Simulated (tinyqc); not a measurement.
Comparisons within one model: Boltzmann transport in a parabolic band with a power-law relaxation time. A value that a table varies takes the place of the one given here.

F_j(eta) = (1/Gamma(j + 1)) integral_0^infinity x^j dx/(1 + exp(x - eta)), which tends to exp(eta) for eta << 0.

n = N F_1/2(eta) with N = 2 (m kB T/(4 pi c))^(3/2) with c = hbar^2/2m0, in 1/angstrom^3; times 1e24 for 1/cm^3, m = md.

tau = tau0 x^r with x = E/kT. With K_j = Gamma(j + 1) F_j(eta): <tau> = tau0 (r + 3/2) K_(r+1/2)/((3/2) K_(1/2)); mu = <tau>/(mc m0/e), m0/e = 5.685630e-12 kg/C; Hall factor rH = (3/2) K_(1/2) (2r + 3/2) K_(2r+1/2)/((r + 3/2) K_(r+1/2))^2; Seebeck S = -(kB/e) [(r + 5/2) K_(r+3/2)/((r + 3/2) K_(r+1/2)) - eta]; Lorenz number L = (kB/e)^2 [(r + 7/2) K_(r+5/2)/((r + 3/2) K_(r+1/2)) - ((r + 5/2) K_(r+3/2)/((r + 3/2) K_(r+1/2)))^2]; kB/e in V/K. Valley anisotropy is left out of rH.

Constants: hbar^2/2m0 = 3.80998211 eV angstrom^2; kB = 8.617333262e-05 eV/K.

Parameters, chosen for this exercise (masses near those of Si; tau0 is set for a mobility of the usual size at this n, kL is a free input; freeze-out and phonon drag, which matter near 77 K, are left out; not measured data):
- md = 1.045 m0 (density-of-states mass)
- mc = 0.2523 m0 (conductivity mass)
- tau0 = 33 fs (tau at E = kT)
- r = -0.5 (exponent of tau)
- T = 300 K
- kL = 1.5 W/(m K) (lattice thermal conductivity)
- ta = 180 fs (acoustic tau at E = kT and 300 K)
- ti = 12 fs (impurity tau at E = kT and 300 K)
- n = 2.2e+18 1/cm^3 (electron density)

## Doping: the thermoelectric optimum

tau0 is held fixed. sigma = e n mu with e = 1.602176634e-19 C; ZT = S^2 sigma T/(kL + L sigma T).

Results:

| n (1/cm^3) | eta | mu (cm^2/(V s)) | sigma (S/cm) | rH | S (microvolt/K) | L (1e-8) | S^2 sigma (mW/(m K^2)) | ZT |
|---|---|---|---|---|---|---|---|---|
| 3.0e+17 | -4.49 | 173 | 8.30 | 1.177 | -560 | 1.487 | 0.260 | 0.052 |
| 8.0e+17 | -3.50 | 172 | 22.1 | 1.176 | -475 | 1.491 | 0.499 | 0.099 |
| 3.0e+18 | -2.15 | 170 | 81.9 | 1.170 | -362 | 1.506 | 1.08 | 0.21 |
| 8.0e+18 | -1.10 | 166 | 213 | 1.159 | -280 | 1.538 | 1.67 | 0.31 |
| 2.0e+19 | -0.03 | 157 | 503 | 1.136 | -206 | 1.610 | 2.15 | 0.37 |
| 3.0e+19 | 0.50 | 151 | 725 | 1.121 | -176 | 1.664 | 2.24 | 0.36 |
| 7.0e+19 | 1.85 | 132 | 1.48e+03 | 1.081 | -117 | 1.836 | 2.04 | 0.26 |
| 1.0e+20 | 2.57 | 123 | 1.97e+03 | 1.063 | -96 | 1.932 | 1.82 | 0.21 |
| 3.0e+20 | 5.91 | 91.4 | 4.39e+03 | 1.021 | -48 | 2.237 | 0.998 | 0.067 |
| 7.0e+20 | 10.56 | 70.0 | 7.85e+03 | 1.007 | -27 | 2.371 | 0.565 | 0.024 |

|S| falls by 197 microvolt/K from the first to the third row (198 a decade in the non-degenerate range; holes, which count near the intrinsic density, and non-parabolicity are left out). The power factor peaks at 3e+19 1/cm^3 of those listed (eta = 0.50, S = -176); ZT is largest at 2e+19 1/cm^3 (eta = -0.03). mu changes by a factor 0.41 over the table and rH goes from 1.177 to 1.007. A real tau0 would fall with doping.

## The scattering mechanism

eta = -2.47122

Same eta for each exponent.

Results:

| r | mechanism | <tau>/tau0 | rH | S (microvolt/K) | L (1e-8 W ohm/K^2) |
|---|---|---|---|---|---|
| -0.5 | acoustic phonons | 0.743 | 1.172 | -388.8 | 1.500 |
| 0.0 | a constant relaxation time | 1.000 | 1.000 | -431.5 | 1.863 |
| 0.5 | polar optical or piezoelectric scattering | 1.517 | 1.102 | -474.1 | 2.228 |
| 1.5 | ionised impurities | 4.598 | 1.910 | -559.4 | 2.963 |

From r = -1/2 to 3/2 |S| grows by 170.6 microvolt/K, against 2 kB/e = 172.3 in the non-degenerate limit: scattering that favours fast electrons raises the mean energy carried. rH is 1 only for constant tau and reaches 1.910 for r = 3/2; L spans 1.500 to 2.963 against the metallic 2.443.

## Mobility against temperature (two scattering mechanisms together, and the Matthiessen rule)

Non-degenerate electrons. 1/tau(x) = x^(1/2)/tA + 1/(tI x^(3/2)), x = E/kT, with tA = ta (T/300)^(-3/2) and tI = ti (T/300)^(3/2) (the screening logarithm is held fixed). <tau> = integral x^(3/2) tau exp(-x) dx/Gamma(5/2); mu = <tau>/(mc m0/e), m0/e = 5.685630e-12 kg/C. Matthiessen: 1/mu = 1/muA + 1/muI with <tau>A = tA Gamma(2)/Gamma(5/2), <tau>I = tI Gamma(4)/Gamma(5/2).

rH = <tau^2>/<tau>^2. ta and ti are inputs of their own, not tied to tau0.

Mobilities (cm^2/(V s)):

| T (K) | acoustic | impurity | Matthiessen | exact | rH | Matthiessen/exact |
|---|---|---|---|---|---|---|
| 40 | 1.94e+04 | 18.4 | 18.4 | 18.3 | 1.923 | 1.002 |
| 60 | 1.06e+04 | 33.8 | 33.7 | 33.4 | 1.902 | 1.007 |
| 80 | 6.85e+03 | 52.0 | 51.6 | 50.7 | 1.865 | 1.017 |
| 120 | 3.73e+03 | 95.5 | 93.1 | 88.5 | 1.750 | 1.052 |
| 160 | 2.42e+03 | 147 | 139 | 125 | 1.612 | 1.108 |
| 220 | 1.50e+03 | 237 | 205 | 169 | 1.428 | 1.211 |
| 300 | 944 | 378 | 270 | 202 | 1.259 | 1.338 |
| 400 | 613 | 581 | 298 | 211 | 1.141 | 1.417 |
| 550 | 380 | 937 | 271 | 193 | 1.062 | 1.398 |

The exact mobility peaks at 400 K of those listed. The two mechanisms are equal between 400 and 550 K. The rule overestimates everywhere, most at 400 K (by 42 %), since impurities stop the slow electrons and phonons the fast ones. rH runs between 1.062 and 1.923; the pure limits are 1.178 and 1.933, and the mixture dips below both, since the opposite energy slopes of the two rates leave tau nearly constant. Optical and intervalley phonons, left out, lower real mobilities above about 150 K.

## What moves the coefficients

sigma = e n mu with e = 1.602176634e-19 C; ZT = S^2 sigma T/(kL + L sigma T). Each row changes one parameter from the base and keeps the others.

Results:

| case | mu (cm^2/(V s)) | sigma (S/cm) | S (microvolt/K) | ZT |
|---|---|---|---|---|
| base | 171.0 | 60.28 | -388.8 | 0.179 |
| md = 1.359 m0 | 171.7 | 60.51 | -422.5 | 0.212 |
| mc = 0.328 m0 | 131.5 | 46.37 | -388.8 | 0.138 |
| n = 4.4e+18 1/cm^3 | 169.1 | 119.2 | -330.1 | 0.251 |
| tau0 = 49.5 fs | 256.5 | 90.42 | -388.8 | 0.266 |
| kL = 0.75 W/(m K) | 171.0 | 60.28 | -388.8 | 0.352 |
| T = 350 K | 171.4 | 60.43 | -408.5 | 0.230 |

The largest shifts from the base row, up to three for each result and ties (the steps differ in size, so this ranks the rows, not the parameters). mu (cm^2/(V s)): tau0 +85.5, mc -39.5, n -1.96; unchanged at the printed digits by kL. sigma (S/cm): n +58.9, tau0 +30.1, mc -13.9; unchanged at the printed digits by kL. S (microvolt/K): n +58.7, md -33.6, T -19.7; unchanged at the printed digits by mc, tau0 and kL. ZT: kL +0.173, tau0 +0.0872, n +0.0717. The row for T keeps tau0 fixed; for phonon scattering tau0 itself falls as T rises.

Run: tinyqc, `OMP_NUM_THREADS=1 python tinyqc.py 1650326 1650327 out.jsonl`; Intel(R) Xeon(R) Processor @ 2.30GHz, one thread, shared host; about 0.01 s of CPU time with all checks.
